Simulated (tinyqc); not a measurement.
## Stress and current directions compared

A cubic crystal with three pairs of conduction valleys along x, y and z; non-degenerate electrons, one relaxation time, masses unchanged. Stress s_ij = X a_i a_j with a the unit vector along the stress; strain e_ii = s11 s_ii + s12 (s_jj + s_kk), e_ij = s44 s_ij/2. Valley shift dE = Xu (n.e.n - trace(e)/3) with n the valley axis; share f proportional to exp(-dE/Vt). Inverse mass along the current d: (n.d)^2/ml + (1 - (n.d)^2)/mt; mu/mu0 = sum f (1/m) over the plain mean of 1/m. Rows: direction of the stress, of size |X|; columns: direction of the current and sign.

Inputs (values chosen for the exercise); values close to those of silicon: temperature T = 400 K; compliance s11 = 7.46 1/TPa; compliance s12 = -2.2 1/TPa; compliance s44 = 12.9 1/TPa; shear deformation potential Xu = 8.71 eV; longitudinal mass ml = 0.93 m0; transverse mass mt = 0.188 m0; uniaxial stress (tension positive) X = -740 MPa.

Constants: q = 1.602176634e-19 C, kB = 1.380649e-23 J/K, Vt = kB T/q. Results are converted to the units shown.

mu/mu0:
```
       I [100], tension  I [100], compression  I [110], tension  I [110], compression
[100]            1.2798               0.54416            1.0700               0.88604
[110]            1.1190               0.91042            1.1190               0.91042
[001]           0.86009                1.2279           0.86009                1.2279
[111]            1.0000                1.0000            1.0000                1.0000
```

What do the numbers show?

The largest gain, 1.28, is for stress along [100], tension, current along [100]; the largest loss, 0.544, for [100], compression, current along [100]. Entries equal to one are cases in which the valleys are not split or have equal mass along the current.

tinyqc, about 0.01 s, one thread, Intel Xeon 2.30GHz (shared host): `OMP_NUM_THREADS=1 python tinyqc.py 2530039 2530040 out.jsonl`
